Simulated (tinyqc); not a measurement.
Anisotropic wet etching of Si(100): plane rates, V-grooves, membranes and undercut: one step, computed by the program tinyqc.

A long slot opens the mask on a (100) wafer. The floor etches at R100; (111) walls stand at theta = arctan(sqrt2) = 54.7356 degrees to the surface and recede at R111 along their normal.

Question. Rates. R100 = k0 exp(-E/(k_B T)); a ratio given at 80 C scales as exp[(extra energy/k_B)(1/T - 1/353.15 K)]; R111 and R_ox follow by division. Temperatures in kelvin are T(C) + 273.15.

Inputs (values chosen for the exercise, close to those used for potassium hydroxide solutions):
```
quantity                            value    unit
prefactor k0 of the (100) rate    3.5e+08  um/min
activation energy of (100), E        0.59      eV
ratio (100)/(111) at 80 C             120       -
extra energy of (111), dE            0.15      eV
ratio (100)/oxide at 80 C             200       -
extra energy of the oxide, dE_ox     0.27      eV
bath temperature T                     95       C
```

Constants: k_B = 8.617333262e-05 eV/K.

Give: R100; R111; R_ox; anisotropy R100/R111.

Answer.

R100 = 2.933 um/min

R111 = 0.02988 um/min

R_ox = 0.02105 um/min

anisotropy R100/R111 = 98.17
